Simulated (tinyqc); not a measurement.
## Segment and feed resistance from two drops

Problem. A rail is fed at one end through Rq; K loads of Ij follow, each after a segment Rs. The drop at load j is K Ij Rq + Rs Ij sum_(l=1..j) (K - l + 1). Find Rs, Rq and the worst drop, at the middle, if the rail were fed through Rq at both ends: K Ij Rq/2 + Rs Ij K^2/8 with the load taken as continuous.

Values chosen for this exercise:

| symbol | value | unit | meaning |
|---|---|---|---|
| K | 18 |  | number of equal loads |
| Ij | 2.3 | mA | current of each load |

drops at the first and at the last load (mV): [31.05, 161.25300]

Solution. The difference of the two drops is Rs Ij K (K - 1)/2, which gives Rs; the first drop then gives Rq.

Rs = 0.370 ohm
Rq = 0.380 ohm
drop at the middle with two feeds = 42.3 mV

Program tinyqc, `OMP_NUM_THREADS=1 python tinyqc.py 2770220 2770221 out.jsonl`; Intel Xeon 2.30GHz, shared host, one thread, about 0.3 s.
